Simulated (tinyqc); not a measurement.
Admittance spectroscopy of a deep trap: one step of the calculation.

Schottky contact on an n-type layer with shallow donors Nd (all ionised) and a donor-like deep trap, neutral when filled and positive when empty; depletion approximation. Traps within lam of the depletion edge stay filled. The traps at xt = W - lam, where the level crosses the Fermi level, follow a slow signal and not a fast one. w = 2 pi f.

Question. Widths and limiting capacitances. lam = sqrt(2 eps0 eps_r (EF - ET)/(q Nd)), EF - ET = Et - (kB T/q) ln(Nc(T)/Nd), Nc(T) = Nc (T/300 K)^1.5. In the steady state at the band bending V, 2 eps0 eps_r V/q = Nd W^2 + Nt (W - lam)^2 (the second term only if W > lam). V = Vbi + Vr. C_HF = eps0 eps_r/W, C_LF = eps0 eps_r (Nd + Nt)/(Nd W + Nt xt).

Inputs (values chosen for the exercise); material values close to those of 4H silicon carbide: relative permittivity eps_r = 9.81; conduction-band density of states at 300 K Nc = 1.68e19 cm^-3; shallow donor density Nd = 7.7e14 cm^-3; built-in voltage Vbi = 1.19 V; depth of the trap below the conduction edge Et = 0.4 eV; trap density Nt = 2.8e13 cm^-3; reverse bias Vr = 0 V; temperature T = 279 K.

Constants: q = 1.602176634e-19 C, kB = 1.380649e-23 J/K, eps0 = 8.8541878128e-14 F/cm where lengths are in cm. Results are converted to the units shown.

Find: lam; W; xt; C_HF; C_LF.

Answer.

lam = 478.24 nm
W = 1285.3 nm
xt = 807.06 nm
C_HF = 6.7579 nF/cm^2
C_LF = 6.8473 nF/cm^2

The step is 1.32 % of C_HF.

Program tinyqc, `OMP_NUM_THREADS=1 python tinyqc.py 2050089 2050090 out.jsonl`; Intel Xeon 2.30GHz, shared host, one thread, about 0.01 s.
